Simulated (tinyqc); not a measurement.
Inside a calculation: polytypes by hexagonality, and a cubic inclusion as a quantum well. Values are carried at full precision from step to step, so a last printed digit may differ when a step is redone from the rounded ones.

A layer is h if its two neighbours in the periodic sequence sit on the same site, k otherwise; the hexagonality h is the share of h layers.

Constants: hbar^2/2m0 = 3.80998211 eV angstrom^2.

Inputs chosen for the exercise (of the order of those of GaAs; the results hold for these values, not for the real material): E3 = 1.509 eV (gap of the cubic polytype); E2 = 1.512 eV (gap of 2H); Ev2 = 0.101 eV (valence top of 2H above that of 3C); P2 = 0.0017 C/m^2 (spontaneous polarisation of 2H); m = (0.066, 0.063) m0 (electron mass along c in the cubic layer and in the host); d = 3.255 angstrom (thickness of a double layer); eps = 13.2 (dielectric constant); N = 12 (double layers in the cubic inclusion).

## Hexagonality

Stacking sequences:
```
polytype               sequence
3C                          ABC
9R                    ABCBCACAB
2H                           AB
15R             ABCACBCABACABCB
21R       ABCACBACABCBACBCABACB
```

Give the h/k string and h of each.

Hexagonality:
```
polytype             h/k string       h
3C                          kkk  0.0000
9R                    hkhhkhhkh  0.6667
2H                           hh  1.0000
15R             hkkhkhkkhkhkkhk  0.4000
21R       hkkhkkkhkkhkkkhkkhkkk  0.2857
```

## Gaps and band edges

Gap: E3 + (E2 - E3) h. Valence top Ev2 h and polarisation P2 h, both counted from 3C; Ec = Ev + gap.

Evaluate for each polytype.

Results:
```
polytype  gap (eV)  Ev (eV)  Ec (eV)  P (C/m^2)
3C          1.5090   0.0000   1.5090    0.00000
9R          1.5110   0.0673   1.5783    0.00113
2H          1.5120   0.1010   1.6130    0.00170
15R         1.5102   0.0404   1.5506    0.00068
21R         1.5099   0.0289   1.5387    0.00049
```

The widest gap is that of 2H, the narrowest that of 3C. Ev and Ec both rise with h, so 3C collects electrons and the more hexagonal side holes: a staggered line-up.

## The bound level without the field

A cubic inclusion of width L = N d in the host (h = 1) is a well of depth V = Ec(host) - Ec(3C). Square well with mass mismatch: k tan(k L/2) = (m_w/m_b) q, k = sqrt(m_w E/c), q = sqrt(m_b (V - E)/c), c = hbar^2/2m0, lowest root. The depth of the level, V - E, is its binding, and the transition to the valence top of the host is gap(host) - (V - E). The step in polarisation gives a field |F| = |P|/(eps eps0) in a thin inclusion, eps0 = 8.8541878e-12 F/m.

Give V, L, the level E, its depth below the host conduction edge and the transition to the valence top of the host, gap(host) - (V - E).

V = 0.1040 eV
L = 39.060 angstrom
E above the bottom = 0.0660 eV
depth below the host edge = 0.0380 eV
transition = 1.4740 eV

The level keeps 37 % of the well depth. The transition lies below the gap of 3C itself (1.509 eV), which only a staggered line-up allows.

## The polarisation field

Give |F|, the drop |F| L, the bound charge |P|/e per cm^2 (e = 1.602176634e-19 C), and, as a first estimate, the shift -|F| L/2 of the transition for an electron centred in the layer and a hole in the host on the high side.

|F| = 0.145 MV/cm
drop = 56.8 meV
bound charge = 1.06e+12 cm^-2
estimated shift = -28.4 meV

The drop is 55 % of the well depth. The host edge on the low side sinks by 28 meV against the centre, less than the 38 meV by which the flat well binds.

## Checks

- Square-well root against finite differences on a grid of 0.5 angstrom (eV): both 0.066.

(tinyqc, `OMP_NUM_THREADS=1 python tinyqc.py 1850834 1850835 out.jsonl`, Intel(R) Xeon(R) Processor @ 2.30GHz, 1 thread, shared host, about 0.09 s.)
